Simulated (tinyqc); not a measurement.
Metal-interlayer-semiconductor contact, depinning against tunnelling resistance: one step of the calculation.

Zero bias, n-type semiconductor. Gap states at the semiconductor surface thin out as exp(-be ti), which unpins the barrier; electrons must then cross the interlayer (a rectangular barrier, no voltage drop across it) and the parabolic depleted layer, both by WKB. Energies E are counted from the Fermi level; no image force, parabolic bands.

Task. Pinning, barrier and scales. S = 1/(1 + (1/S0 - 1) exp(-be ti)); phiB = S (phiM - chi) + (1 - S)(Eg - E0); xi = Ec - EF deep inside, from Nd = Nc F(-xi/Vt), F(x) = (2/sqrt(pi)) int_0^infinity sqrt(u) du/(1 + exp(u - x)); band bending U = phiB - xi; E00 = (hbar/2) sqrt(Nd/(eps0 eps_r mt m0)) in volts; A = 4 pi q mA m0 kB^2/h^3.

Parameters, values chosen for the exercise; semiconductor values close to those of silicon; interlayer mass of the order of that in lanthanum oxide, offset chosen freely:
- T = 300 K (temperature)
- Eg = 1.13 eV (band gap)
- eps_r = 11.4 (relative permittivity)
- chi = 4.17 eV (electron affinity)
- Nc = 2.8e19 cm^-3 (conduction-band density of states at T)
- mt = 0.191 m0 (tunnelling mass in the semiconductor)
- mA = 2.06 m0 (Richardson mass)
- Nd = 8.5e19 cm^-3 (donor density)
- E0 = 0.36 eV (charge-neutrality level above the valence band)
- S0 = 0.26 (pinning factor without interlayer)
- phiM = 4.05 eV (metal work function)
- ti = 0.5 nm (interlayer thickness)
- be = 3.5 1/nm (decay constant of gap states through the interlayer)

Constants: q = 1.602176634e-19 C, kB = 1.380649e-23 J/K, eps0 = 8.8541878128e-12 F/m, hbar = 1.054571817e-34 J s, h = 6.62607015e-34 J s, m0 = 9.1093837015e-31 kg, Vt = kB T/q. Results are converted to the units shown.

Give: S; phiB; xi; U; E00; A.

Result.

S = 0.6691
phiB = 0.1745 eV
xi = -0.05537 eV
U = 0.2299 eV
E00 = 0.1160 eV
A = 247.6 A/(cm^2 K^2)

Range of the model: The depletion charge would drop about 0.057 V across such an interlayer (eps_r near 25) at ti = 0.5 nm and Nd = 8.5e19 cm^-3, against a band bending of 0.23 V; this model leaves that drop out.

Numbers from tinyqc (`OMP_NUM_THREADS=1 python tinyqc.py 2270049 2270050 out.jsonl`; about 0.02 s on one thread of a shared Intel Xeon 2.30GHz).
